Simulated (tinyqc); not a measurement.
Franz-Keldysh effect at a direct gap: one step. Electro-optic energy and length. Two cases, with inputs chosen for the exercise.

Problem. For each hole band give mr, th and the length th/(e Fd).

Parabolic bands, vertical transitions, no excitons. For each hole band j: mr = me mj/(me + mj); joint density of states J_j(E) = (mr/c)^(3/2) sqrt(E - Eg)/(2 pi^2), both spins, c = hbar^2/2m0; averaged matrix element |e.p|^2 = m0 Ep/6; alpha_j(E) = 4 pi^2 alpha_f c Ep J_j/(3 nr E) in 1/angstrom (alpha_f the fine-structure constant, listed as alpha among the constants), times 1e8 for 1/cm.

In a field Fd (1 kV/cm = 1e-5 V/angstrom) the electro-optic energy of band j is th = (c (e Fd)^2/mr)^(1/3), and sqrt(E - Eg) in J_j is replaced by pi sqrt(th) [Ai'(b)^2 - b Ai(b)^2] with b = (Eg - E)/th; Ai is the Airy function.

Constants: hbar^2/2m0 = 3.80998211 eV angstrom^2; fine-structure constant alpha = 0.007297352564.

Give: Scales.

Case 1.

Values chosen (near those of InP; shifted at random, so the results belong to these values and not to a real crystal): Eg = 1.355 eV (direct gap); me = 0.0771 m0 (electron mass); mhh = 0.628 m0 (heavy-hole mass); mlh = 0.0925 m0 (light-hole mass); Ep = 20.8 eV (Kane energy); nr = 3.37 (refractive index); Fd = 44 kV/cm (uniform field).

Solution.

Scales:

| hole | mr (m0) | th (meV) | length (angstrom) |
|---|---|---|---|
| heavy | 0.06867 | 22.064 | 50.1 |
| light | 0.04205 | 25.983 | 59.1 |

The light-hole pair has th larger by a factor 1.178, the cube root of the ratio of reduced masses.

Case 2.

Values chosen (near those of InP; shifted at random, so the results belong to these values and not to a real crystal): Eg = 1.321 eV (direct gap); me = 0.0789 m0 (electron mass); mhh = 0.589 m0 (heavy-hole mass); mlh = 0.0871 m0 (light-hole mass); Ep = 20.7 eV (Kane energy); nr = 3.45 (refractive index); Fd = 61 kV/cm (uniform field).

Solution.

Scales:

| hole | mr (m0) | th (meV) | length (angstrom) |
|---|---|---|---|
| heavy | 0.06958 | 27.313 | 44.8 |
| light | 0.04140 | 32.474 | 53.2 |

The light-hole pair has th larger by a factor 1.189, the cube root of the ratio of reduced masses.

Computed by tinyqc, one run a case: `OMP_NUM_THREADS=1 python tinyqc.py N N+1 out.jsonl` with N = 1682599, 1682681; one thread of a shared Intel(R) Xeon(R) Processor @ 2.30GHz, about 0.01 s a run at most.
